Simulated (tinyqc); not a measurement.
Off-state leakage of single and stacked transistors: one step of the calculation.

n-channel devices of unit width. Subthreshold current I(Vg, Vs, Vd) = I0 (T/300 K)^0.5 exp[(Vg - Vs - VT(T) - gb (Vs - Vb) + dd (Vd - Vs))/(nf Vt)] (1 - exp(-(Vd - Vs)/Vt)), VT(T) = VT - cT (T - 300 K). Gate-edge tunnelling Ig (Vd/1 V) exp(ag (Vd - 1 V)), for a gate at 0 V, and band-to-band leakage Ab u exp(-Bb/u), u = Vd - Vb + 1 V, flow at a drain held at V; both are taken as independent of T. In a stack of off transistors (all gates at 0 V) the same subthreshold current passes through each.

Question. New Vx. Stack of two, Vx the node between them: I_low = I(0, 0, Vx), I_up = I(0, Vx, V), f = ln(I_up/I_low), f' = -(1 + gb + 2 dd)/(nf Vt) - 1/(Vt (exp(Vx/Vt) - 1)) - 1/(Vt (exp((V - Vx)/Vt) - 1)), Vx(new) = Vx - f/f'.

Values chosen for this exercise; values of the order met in bulk silicon logic transistors: temperature T = 300 K; supply voltage V = 1.1 V; threshold at 300 K, zero drain and body bias VT = 0.42 V; fall of the threshold with temperature cT = 0.9 mV/K; current at threshold at 300 K I0 = 0.41 uA/um; slope factor nf = 1.55; drain-induced lowering per volt dd = 0.17; rise of the threshold per volt of source-body bias gb = 0.24; body voltage Vb = -0.6 V.

Constants: q = 1.602176634e-19 C, kB = 1.380649e-23 J/K, Vt = kB T/q. Results are converted to the units shown.

Vx at the start = 0.118 V

Find: I_low; I_up; f; f'; Vx after iteration 1.

Answer.

I_low = 5.163e-4 nA/um
I_up = 5.291e-4 nA/um
f = 0.02445
f' = -39.84 1/V
Vx after iteration 1 = 0.1186 V

Computed by the program tinyqc: `OMP_NUM_THREADS=1 python tinyqc.py 2242242 2242243 out.jsonl`, one thread of a shared Intel Xeon 2.30GHz, about 0.03 s for the whole run.
